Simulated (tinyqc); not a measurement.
Undoped symmetric double-gate MOSFET, analytic potential model: two steps of the calculation.

An undoped body of thickness ts between two equal insulators and tied gates; long channel, electrons only, n = ni exp((psi - V)/Vt) with V the quasi-Fermi potential (0 at the source, Vd at the drain), constant mobility, no quantisation. Across the body psi(x) = V - 2 Vt ln[(ts/(2 beta)) sqrt(q ni/(2 eps0 eps_r Vt)) cos(2 beta x/ts)], x from the centre. Q is the electron charge per area of the whole body.

Parameters, values chosen for the exercise; material values those of a made-up semiconductor:
```
symbol,value,unit,meaning
T,300,K,temperature
Eg,1.08,eV,band gap
eps_r,14.6,,relative permittivity of the semiconductor
Nc,3.58e19,cm^-3,conduction-band density of states at T
Nv,2.94e19,cm^-3,valence-band density of states at T
eox,3.81,,relative permittivity of the gate insulator
tox,3.5,nm,insulator thickness
ts,10,nm,body thickness
dphi,-0.12,V,gate work function less that of the intrinsic body
```

Constants: q = 1.602176634e-19 C, kB = 1.380649e-23 J/K, Vt = kB T/q, eps0 = 8.8541878128e-14 F/cm where lengths are in cm. Results are converted to the units shown.

Question 1. Constants of the body. ni = sqrt(Nc Nv) exp(-Eg/(2 Vt)), Eg in volts; r = eps_r tox/(eox ts); V0 = dphi + 2 Vt ln[(2/ts) sqrt(2 eps0 eps_r Vt/(q ni))].

Find: ni; r; V0.

Answer 1.

ni = 2.7512e10 cm^-3
r = 1.3412
V0 = 0.34329 V

Question 2. Potential and electron density across the body at the source. psi(x) as above with V = 0 and beta = beta_s; n = ni exp(psi/Vt).

```
point,x/ts
0,0
1,0.1
2,0.2
3,0.3
4,0.4
5,0.45
6,0.5
```

beta_s = 1.3188516
ni = 2.7511511e10 cm^-3

Find: psi; n.

Answer 2.

```
point,psi (V),n (cm^-3)
0,0.4776,2.902e18
1,0.4794,3.114e18
2,0.4852,3.888e18
3,0.4958,5.874e18
4,0.5141,1.193e19
5,0.5284,2.070e19
6,0.5494,4.671e19
```

The density at the surface is 16.1 times that at the centre (1/cos^2 beta). It reaches 1.3 Nc, where Boltzmann statistics overestimate it.

Numbers from tinyqc (`OMP_NUM_THREADS=1 python tinyqc.py 2440174 2440175 out.jsonl`; about 0.02 s on one thread of a shared Intel Xeon 2.30GHz).
